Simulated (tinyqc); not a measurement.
# Abrupt p-n junction, non-linear Poisson equation by Newton steps: what changes with what

One dimension, p side on the left, n side on the right; net doping C = -Na for x < 0 and +Nd for x > 0. The potential psi is counted from the intrinsic level, and the quasi-Fermi potentials are flat: 0 for holes and -V for electrons, so n = ni exp((psi + V)/Vt) and p = ni exp(-psi/Vt) (Boltzmann statistics, full ionisation, no current). Under reverse bias this makes the minority densities vanishingly small everywhere; they play no part in the charge.

Values chosen for this exercise; band and dielectric values those of a made-up semiconductor:
```
symbol    value   unit                                 meaning
T           273      K                             temperature
Eg         1.51     eV                                band gap
eps_r      8.42                          relative permittivity
Nc      7.27e17  cm^-3  conduction-band density of states at T
Nv      1.35e19  cm^-3     valence-band density of states at T
Na       1.5e18  cm^-3          acceptor density of the p side
Nd         2e16  cm^-3             donor density of the n side
V            -5      V   bias of the p side against the n side
```

Constants: q = 1.602176634e-19 C, kB = 1.380649e-23 J/K, Vt = kB T/q, eps0 = 8.8541878128e-14 F/cm where lengths are in cm. Results are converted to the units shown.

Each table varies one quantity; the others keep the values above.

## Capacitance and field against bias

The Poisson equation d/dx(eps0 eps_r dpsi/dx) = -q (p - n + C) is solved on a mesh of more than 1000 nodes that ends in neutral material (psi_p = -Vt ln(Na/ni), psi_n = Vt ln(Nd/ni) - V). C_j = q d/dV of the integral of p over x, from the linearised equation. ni = sqrt(Nc Nv) exp(-Eg/(2 Vt)), Eg in volts. Depletion approximation: Vbi = Vt ln(Na Nd/ni^2), W = sqrt(2 eps0 eps_r (Vbi - V)(1/Na + 1/Nd)/q), xp = W Nd/(Na + Nd), xn = W Na/(Na + Nd), peak field 2 (Vbi - V)/W, capacitance eps0 eps_r/W. The last column applies it to an abrupt Na-Nd junction.

Capacitance and field against bias:

| V (V) | peak \|E\| (kV/cm) | C_j (nF/cm^2) | 1/C_j^2 (cm^4/uF^2) | eps0 eps_r/C_j (nm) | abrupt depletion C (nF/cm^2) |
|---|---|---|---|---|---|
| 0.21 | 111.6 | 32.69 | 935.7 | 228.0 | 31.83 |
| -0.57 | 134.3 | 24.97 | 1603 | 298.5 | 24.63 |
| -1.34 | 154.5 | 21.04 | 2259 | 354.4 | 20.84 |
| -2.12 | 173.4 | 18.50 | 2922 | 403.0 | 18.37 |
| -2.9 | 190.7 | 16.70 | 3585 | 446.4 | 16.61 |
| -3.67 | 206.7 | 15.36 | 4238 | 485.4 | 15.29 |
| -4.45 | 221.9 | 14.29 | 4900 | 521.9 | 14.23 |
| -5.22 | 236.0 | 13.42 | 5554 | 555.6 | 13.37 |
| -6 | 249.5 | 12.68 | 6216 | 587.8 | 12.64 |

With V going from 0.21 to -6 V, C_j falls from 32.7 to 12.7 nF/cm^2 and the peak field rises from 112 to 249 kV/cm. The slope of 1/C_j^2, read as N = 2/(q eps0 eps_r |slope|), gives 1.96e16 cm^-3 between the first two rows and 1.97e16 cm^-3 between the last two, against Na Nd/(Na + Nd) = 1.97e16 cm^-3; the slopes of all rows agree within 0.9 %, as for uniform doping at both edges. At the end C_j goes as (Vbi - V)^(-0.50) with Vbi = 1.37 V, and it is 0.32 % above the abrupt depletion formula (at the first row 2.7 % above it).

## Effect of the doping Na

Exact first integral for an abrupt junction with thick neutral sides: psi_p = -Vt ln(Na/ni), psi_n = Vt ln(Nd/ni) - V, psi_j = (Nd psi_n + Na psi_p - Vt (Nd - Na))/(Na + Nd) at the junction, n_j = ni exp((psi_j + V)/Vt), p_j = ni exp(-psi_j/Vt), and E_j^2 = (2 q/(eps0 eps_r)) [Nd (psi_n - psi_j - Vt) + Vt (n_j + p_j)] (minority densities of the neutral sides neglected).

The same in every row: ni (cm^-3) = 3.615e4.

Effect of the doping Na:

| Na (cm^-3) | Vbi (V) | W (nm) | share of W on the n side (%) | peak field, depletion (kV/cm) | peak field, exact (kV/cm) |
|---|---|---|---|---|---|
| 6.7e14 | 1.192 | 2981 | 3.241 | 41.54 | 41.38 |
| 1.8e15 | 1.216 | 1872 | 8.257 | 66.42 | 66.17 |
| 4.7e15 | 1.238 | 1235 | 19.03 | 101.0 | 100.6 |
| 1.2e16 | 1.260 | 881.4 | 37.50 | 142.1 | 141.5 |
| 3.3e16 | 1.284 | 685.3 | 62.26 | 183.4 | 182.7 |
| 8.6e16 | 1.307 | 601.4 | 81.13 | 209.7 | 208.9 |
| 2.3e17 | 1.330 | 565.8 | 92.00 | 223.7 | 222.9 |
| 6e17 | 1.352 | 552.7 | 96.77 | 229.9 | 229.0 |

Read the table: what changes, and by how much?

As Na rises, Vbi rises from 1.19 to 1.35 V, 54.2 mV a decade (Vt ln 10), and W falls from 2980 to 553 nm. The exponent d ln W/d ln Na is -0.47 between the first two rows and -0.02 between the last two: the lighter-doped side sets the width, and Na passes Nd = 2e16 cm^-3 within the table. The depletion field is 0.38 % above the exact one in the first row and 0.37 % above it in the last.

Program tinyqc, `OMP_NUM_THREADS=1 python tinyqc.py 2000058 2000059 out.jsonl`; Intel Xeon 2.30GHz, shared host, one thread, about 0.02 s.
